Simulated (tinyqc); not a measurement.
Pillar capacitor in an array: capacitance, non-linearity, leakage and relaxation: one step of the calculation.

A film between two metal electrodes, each interface adding a series capacitance ci. The small-signal permittivity is ek (1 + aq E^2); the field is found with the linear permittivity. Leakage J = J0 sinh(E/Ef). After a voltage step the film passes a relaxation current kr C V tt^(-nr), tt being the time in seconds. The sidewall is a coaxial capacitor with radii a = dm/2 and b = dm/2 + t, depth AR dm; the end face is left out.

Problem. Cell capacitance, fields and time constant. Per length 1/c = ln(b/a)/(2 pi eps0 ek) + (1/a + 1/b)/(2 pi ci); cell capacitance c AR dm; per footprint over pt^2; fields c V/(2 pi eps0 ek r) at r = a and b; resistance of the inner electrode rho AR dm/(pi a^2); time constant R C/3 of the distributed line.

Values chosen for this exercise; permittivity of the order of that of zirconium oxide:
```
symbol  value     unit                                                             meaning
ek       37.7                                            relative permittivity of the film
t          17       nm                                                      film thickness
ci       1000  uF/cm^2  capacitance of each electrode interface (dead layer and screening)
V         2.2        V                                                                bias
dm        120       nm                                              diameter of the pillar
AR         50                                            aspect ratio, depth over diameter
pt        260       nm                                           pitch of the square array
rho       650  uohm cm                                  resistivity of the inner electrode
```

Constants: eps0 = 8.8541878128e-14 F/cm where lengths are in cm. Results are converted to the units shown.

Wanted: a; b; cell capacitance; capacitance per footprint; field at a; field at b; R; R C/3.

Solution.

a = 60.000 nm
b = 77.000 nm
cell capacitance = 50.246 fF
capacitance per footprint = 74.328 uF/cm^2
field at a = 1.4640 MV/cm
field at b = 1.1408 MV/cm
R = 3.4484 kohm
R C/3 = 57.755 ps

The array gives 38.0 times the planar capacitance per footprint; curvature makes the field at the inner electrode 1.14 times the planar value.

Numbers from tinyqc (`OMP_NUM_THREADS=1 python tinyqc.py 2102104 2102105 out.jsonl`; about 0.01 s on one thread of a shared Intel Xeon 2.30GHz).
